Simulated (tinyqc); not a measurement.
# Worked calculation: resistance of a source-drain extension with a graded tip

tinyqc, about 0.03 s, one thread, Intel Xeon 2.30GHz (shared host): `OMP_NUM_THREADS=1 python tinyqc.py 2282175 2282176 out.jsonl` Printed values are rounded.

y runs along the channel, the gate covers y > 0. The doping is N0 for y < y0 and N0 10^(-(y - y0)/la) beyond, uniform over the depth xj. Sheet conductance s(y) = q mu(N) max(N - Nch, 0) xj + (for y > 0) ma Cox Vo, with mu(N) = u0 + (u1 - u0)/(1 + (N/Nr)^au) and Cox = eps0 eox/tox. Current is taken as one-dimensional; depletion of the tip, spreading and the contact are left out. The metallurgical junction lies at yj, where N = Nch.

Inputs (values chosen for the exercise); mobility law close to that of electrons in silicon: relative permittivity of the gate insulator (close to silicon dioxide) eox = 3.9; insulator thickness tox = 1.6 nm; active doping of the extension far from the gate N0 = 5.5e19 cm^-3; lateral abruptness la = 4.2 nm/decade; position under the gate where the fall begins (gate edge at 0) y0 = 4.7 nm; depth of the extension xj = 25 nm; channel doping Nch = 3.8e17 cm^-3; gate overdrive Vo = 0.58 V; mobility of the gate-induced layer ma = 160 cm^2/(V s); mobility at low doping u1 = 1414 cm^2/(V s); mobility at high doping u0 = 68.5 cm^2/(V s); reference doping Nr = 9.2e16 cm^-3; exponent au = 0.711; gate length Lg = 50 nm.

Constants: q = 1.602176634e-19 C, eps0 = 8.8541878128e-14 F/cm where lengths are in cm. Results are converted to the units shown.

## Sheet resistances and junction position

yj = y0 + la log10(N0/Nch); sheet resistance of the full extension 1/[q mu(N0)(N0 - Nch) xj] and of the gate-induced layer 1/(ma Cox Vo); metallurgical length Lg - 2 yj; ye is where the doped and the gate-induced conductances are equal.

yj = 13.77443 nm
sheet resistance of the extension = 553.1694 ohm/square
sheet resistance of the induced layer = 4992.967 ohm/square
metallurgical length = 22.45114 nm
ye = 9.760822 nm
N at ye = 3.430877e18 cm^-3

The gate takes over 4.01 nm before the junction, where N is still 9.03 times the channel doping.

## Resistance of the overlapped part

Midpoint rule on 8 equal steps from 0 to yj: R_ov = sum h/s(y), per width.

```
point     y (nm)    N (cm^-3)  doped conductance (uS)  sheet resistance (ohm/square)
0      0.8609020       5.5e19                1807.765                       497.9965
1       2.582706       5.5e19                1807.765                       497.9965
2       4.304510       5.5e19                1807.765                       497.9965
3       6.026314  2.658114e19                965.8179                       857.5597
4       7.748118  1.034238e19                454.0118                       1528.366
5       9.469922  4.024083e18                225.2498                       2350.002
6       11.19173  1.565718e18                107.6925                       3247.025
7       12.91353  6.092005e17                31.83894                       4308.104
```

R_ov = 23.735 ohm um

The exact integral is 23.837 ohm um; the coarse sum is 0.43 % below it.
